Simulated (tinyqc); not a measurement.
# Which input was changed?

Model: rapid thermal processing of a wafer: radiative balance, ramp and cooling, pattern effects, pyrometer error and spike budget. Computed by tinyqc, a small Python program. Command: `OMP_NUM_THREADS=1 python tinyqc.py 3112967 3112968 out.jsonl rtp which`. One thread of a shared host (Intel(R) Xeon(R) Processor @ 2.30GHz), about 0.3 s of CPU time with the checks.

The wafer is opaque and uniform through its thickness unless said otherwise; temperatures in formulas are in kelvin (C + 273.15). sigma = 5.670374419e-12 W/(cm^2 K^4).

Inputs (values chosen for the exercise, modelled on a hot silicon wafer): wafer thickness d = 625 micrometre; heat capacity per volume C = 2.29 J/(cm^3 K); thermal conductivity k = 0.28 W/(cm K); emissivity eps of each face = 0.67; reflectivity of the chamber walls r = 0.24; gas heat-transfer coefficient h, both faces together = 5.1 mW/(cm^2 K); wall temperature T_w = 500 K; process temperature = 958 C; starting temperature = 400 C; ramp rate = 51 K/s; relative change of absorptivity over a pattern = 4.5 %; period of the pattern = 21 mm; activation energy of the process E_a = 3.46 eV.

Constants: k_B = 8.617333262e-05 eV/K.

Method:
- Effective emissivity between parallel grey plates: eps_eff = 1/(1/eps + 1/(1 - r) - 1). Loss per area q(T) = 2 eps_eff sigma (T^4 - T_w^4) + h (T - T_w).
- Absorbed power during a ramp = q(T) + C d x ramp rate; thermal time constant tau = C d/(dq/dT), dq/dT = 8 eps_eff sigma T^3 + h; natural cooling rate q/(C d); front-to-back difference under one-sided heating at the end of the ramp = (absorbed power) d/(2 k).
- Cooling with the lamps off: C d dT/dt = -q(T), integrated adaptively (relative tolerance 1e-10).
- Spike anneal: linear ramp to the peak, then lamps off. Equivalent time at the peak = int exp(-(E_a/k_B)(1/T - 1/T_peak)) dt; estimate (k_B T^2/E_a)(1/ramp rate + 1/cooling rate). The ramp part uses 4000 trapezoid steps, the cooling part 4000 steps over 4 tau.
- Time within 50 K of the peak from the same curves.
- At steady state a sinusoidal change of absorbed power of relative amplitude a and period p gives the temperature amplitude a q/(dq/dT + k d (2 pi/p)^2); healing length l = sqrt(k d/(dq/dT)); process change = E_a dT/(k_B T^2). Emissivity is taken as unchanged.

Question. One of these inputs alone was changed, within the range given: wafer thickness d (312.5 to 1250); emissivity eps of each face (0.335 to 0.98); reflectivity of the chamber walls r (0.12 to 0.48); activation energy of the process E_a (1.73 to 6.92). Which one, and to what value?

Results:
```
run     equivalent time, total (s)  time constant tau (s)  amplitude (K)
before                    1.018148               2.757067       3.828541
after                     0.896614               2.757067       3.828541
```

Answer.

Each candidate set to reproduce equivalent time, total, and what it then gives:
```
candidate                                  range searched  value needed  time constant tau (s)  amplitude (K)
wafer thickness d (micrometre)              312.5 to 1250         387.3                 1.7087         5.3592
emissivity eps of each face                 0.335 to 0.98  out of reach                      -              -
reflectivity of the chamber walls r          0.12 to 0.48  out of reach                      -              -
activation energy of the process E_a (eV)    1.73 to 6.92         3.940                 2.7571         3.8285
```

Only activation energy of the process E_a fits every result: it went from 3.46 to 3.94 eV. The next best candidate, wafer thickness d, misses one result by 40 %.
